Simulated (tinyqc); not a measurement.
Four, six or eight bands for the holes: eight-band Kane k.p model.

Eight-band Kane model, basis S, X, Y, Z times spin, zero of energy at the top of the unstrained valence band, c = hbar^2/2m0. Within each spin: H_SS = Eg + A c k^2, H_SX = i P kx (likewise Y, Z), H_XX = -Dso/3 + L kx^2 + M (ky^2 + kz^2), H_XY = N kx ky, and cyclic. Spin-orbit term (Dso/3) L.sigma on X, Y, Z with (L_k)_ij = -i epsilon_kij: <X+|H|Y+> = -i Dso/3, <X+|H|Z-> = Dso/3, <Y+|H|Z-> = -i Dso/3, <Z+|H|X-> = -Dso/3, <Z+|H|Y-> = i Dso/3, <X-|H|Y-> = i Dso/3, and their conjugates; + and - are the spin along z. Terms from inversion asymmetry are left out, so every level is twofold.

P = sqrt(Ep c); A = 1/me - Ep (Eg + 2 Dso/3)/(Eg (Eg + Dso)) keeps the electron mass; g1' = g1 - Ep/(3 Eg), g2' = g2 - Ep/(6 Eg), g3' = g3 - Ep/(6 Eg) remove the coupling to S that the Luttinger values already hold; L = -c (g1' + 4 g2'), M = -c (g1' - 2 g2'), N = -6 c g3'.

Constants: hbar^2/2m0 = 3.80998211 eV angstrom^2.

Values chosen for the exercise (near those of CdTe; not measured data): Eg = 1.582 eV (gap at Gamma to the s-like level); Dso = 0.887 eV (spin-orbit splitting); Ep = 18.5 eV (Kane energy); me = 0.0937 m0 (electron mass at Gamma); g1 = 5.34 (Luttinger gamma1); g2 = 1.71 (gamma2); g3 = 2.03 (gamma3); kmax = 0.06 1/angstrom (end of the path).

Unstrained, along [110]. Six bands: the X, Y, Z block alone with the full g1, g2, g3 in L, M, N. Four bands: the same with Dso sent to infinity. HH, LH and SO name the pairs from the top.

Valence levels (eV):
```
|k| (1/angstrom)     HH 4     HH 6     HH 8     LH 4     LH 6     LH 8     SO 6     SO 8
0.0100            -0.0005  -0.0005  -0.0005  -0.0035  -0.0035  -0.0035  -0.8890  -0.8885
0.0200            -0.0022  -0.0022  -0.0022  -0.0141  -0.0140  -0.0139  -0.8952  -0.8930
0.0300            -0.0049  -0.0049  -0.0049  -0.0317  -0.0313  -0.0308  -0.9057  -0.9006
0.0400            -0.0087  -0.0087  -0.0087  -0.0564  -0.0551  -0.0536  -0.9209  -0.9114
0.0500            -0.0136  -0.0136  -0.0136  -0.0881  -0.0849  -0.0814  -0.9411  -0.9254
0.0600            -0.0196  -0.0195  -0.0195  -0.1269  -0.1201  -0.1136  -0.9671  -0.9429
```

At |k| = 0.0600 the heavy holes of the three models span 0.1 meV and the light holes 13.3 meV. The split-off band moves the light hole by +6.8 meV and treating the conduction band exactly moves it by +6.5 meV more; the two matter about equally here, where the four-band light-hole energy is 0.14 times Dso and 0.08 times Eg.

(tinyqc, `OMP_NUM_THREADS=1 python tinyqc.py 1051245 1051246 out.jsonl`, Intel(R) Xeon(R) Processor @ 2.30GHz, 1 thread, shared host, about 0.01 s.)
